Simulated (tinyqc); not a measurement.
Composition against offsets: model-solid line-up of a strained alloy layer on a substrate.

All values of the alloy are linear in x but the gap, Eg(x) = (1 - x) Eg_A + x Eg_B - C x (1 - x), and the valence edge, Ev(x) = (1 - x) Ev_A + x Ev_B + fv C x (1 - x); Ec = Ev + Eg. Ev is the top of the unstrained valence band on a scale common to all materials. In the layer only the Gamma valley of the conduction band is followed, also where an X or L valley would lie lower.

Coherent growth on a (111) face: e_par = (a_s - a)/a, e_perp = -(2 C11 + 4 C12 - 4 C44)/(C11 + 2 C12 + 4 C44) e_par; exx = eyy = ezz = (2 e_par + e_perp)/3 and exy = eyz = ezx = (e_perp - e_par)/3.

Strained edges: Ec + ac tr(e); the valence edges are Ev plus the levels of the 6 x 6 matrix of X, Y, Z times spin with -Dso/3 + l exx + m (eyy + ezz) on the diagonal (cyclic), n exy off it, l = av + 2 b, m = av - b, n = sqrt(3) d. Spin-orbit term (Dso/3) L.sigma on X, Y, Z with (L_k)_ij = -i epsilon_kij: <X+|H|Y+> = -i Dso/3, <X+|H|Z-> = Dso/3, <Y+|H|Z-> = -i Dso/3, <Z+|H|X-> = -Dso/3, <Z+|H|Y-> = i Dso/3, <X-|H|Y-> = i Dso/3, and their conjugates; + and - are the spin along z.

dEc = Ec(substrate) - Ec(layer), dEv = Ev(layer) - Ev(substrate); positive values confine the carrier in the layer. Type I: both of one sign; type II: opposite signs; type III: the gaps do not overlap.

Parameters, chosen for this exercise (A near InAs, B near InSb, substrate near GaSb; the results hold for these values, not for the real material):
- a = (6.066, 6.47) angstrom (lattice constant of A, B)
- Eg = (0.422, 0.236) eV (gap at Gamma to the s-like level of A, B)
- Dso = (0.384, 0.802) eV (spin-orbit splitting of A, B)
- Ev = (-0.59, 0) eV (top of the unstrained valence band of A, B)
- ac = (-5.09, -6.85) eV (conduction deformation potential of A, B)
- av = (1, 0.36) eV (valence hydrostatic potential of A, B)
- b = (-1.82, -2.01) eV (tetragonal shear potential of A, B)
- d = (-3.56, -4.76) eV (trigonal shear potential of A, B)
- C11 = (84, 69.5) GPa (of A, B)
- C12 = (44.8, 37) GPa (of A, B)
- C44 = (39.9, 31.1) GPa (of A, B)
- C = 0.613 eV (bowing of the gap)
- fv = 0.6 (share of the bowing taken by the valence edge)
- a_s = 6.103 angstrom (substrate)
- Eg_s = 0.809 eV (lowest gap of the substrate)
- Ev_s = -0.03 eV (substrate valence edge)
- face = 111 (growth face)

Each composition is strained to the same substrate.

Results:
```
x     e_par (%)  relaxed gap (eV)  strained gap (eV)  valence splitting (meV)  dEc (eV)  dEv (eV)  type
0.02       0.48             0.406              0.348                       32     0.979    -0.518   III
0.10      -0.06             0.348              0.351                        4     0.924    -0.467   III
0.17      -0.52             0.304              0.333                       34     0.873    -0.397   III
0.25      -1.04             0.261              0.319                       67     0.810    -0.320   III
0.32      -1.49             0.229              0.313                       95     0.751    -0.255    II
0.40      -2.00             0.200              0.313                      126     0.679    -0.183    II
0.47      -2.44             0.182              0.319                      152     0.613    -0.123    II
0.55      -2.95             0.168              0.334                      180     0.533    -0.058    II
```

The alloy matches the substrate at x = 0.092, where the top valence edge changes its character and the splitting passes through zero. The strained gap runs from 0.348 to 0.334 eV, against 0.406 to 0.168 eV for the relaxed alloy: strain cancels the change that the composition makes. It is not monotonic; its extremes in the table are 0.313 and 0.351 eV. Strains above 2 % can be kept only in layers of a few nanometres. The type changes: III to II between x = 0.25 and 0.32.

tinyqc: `OMP_NUM_THREADS=1 python tinyqc.py 1050784 1050785 out.jsonl`; about 0.01 s, one thread, shared Intel(R) Xeon(R) Processor @ 2.30GHz.
